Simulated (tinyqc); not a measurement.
# Inductance and parasitic capacitance from two readings

Question. A loss-free coil L in parallel with C shows the apparent inductance L/(1 - w^2 L C), w = 2 pi f. Find L, C and the self-resonance 1/(2 pi sqrt(L C)).

apparent inductance at 4.3 and 9.4 GHz (nH): 1.0207008  2.0694731

Solution. The inverse of the reading is 1/L - w^2 C, a straight line in w^2.

L = 0.900 nH
C = 180 fF
self-resonance = 12.5 GHz

Numbers from tinyqc (`OMP_NUM_THREADS=1 python tinyqc.py 2302161 2302162 out.jsonl`; about 0.01 s on one thread of a shared Intel Xeon 2.30GHz).
